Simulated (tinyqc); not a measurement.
Four-point probe at the centre of a round wafer.

Four collinear probes with spacing s at the centre of a thin disc of diameter d with an insulating edge: Rs = C V/I, C = pi/{ln 2 + ln[((d/s)^2 + 3)/((d/s)^2 - 3)]}; C tends to pi/ln 2 = 4.5324. x = d/s.

Parameters, values chosen for the exercise:
```
symbol  value        unit                     meaning
ns       6e13       cm^-2  sheet density of the layer
mu         41  cm^2/(V s)              drift mobility
I         500          uA                     current
```

Constants: q = 1.602176634e-19 C. Results are converted to the units shown.

Four-point probe at the centre of a round wafer:
```
x	C	C over its limit	V for Rs = 1/(q ns mu) (mV)
3.5	2.633	0.5810	481.8
4	2.929	0.6462	433.1
5	3.362	0.7419	377.3
7.5	3.927	0.8665	323.0
10	4.171	0.9203	304.1
15	4.364	0.9630	290.7
20	4.436	0.9788	286.0
40	4.508	0.9946	281.4
100	4.528	0.9991	280.1
```

C rises from 2.633 to 4.528. Using 4.5324 overstates Rs by 72.1 % in the first row and by under 1 % from d/s = 40 on among the rows.

Numbers from tinyqc (`OMP_NUM_THREADS=1 python tinyqc.py 2850121 2850122 out.jsonl`; about 0.01 s on one thread of a shared Intel Xeon 2.30GHz).
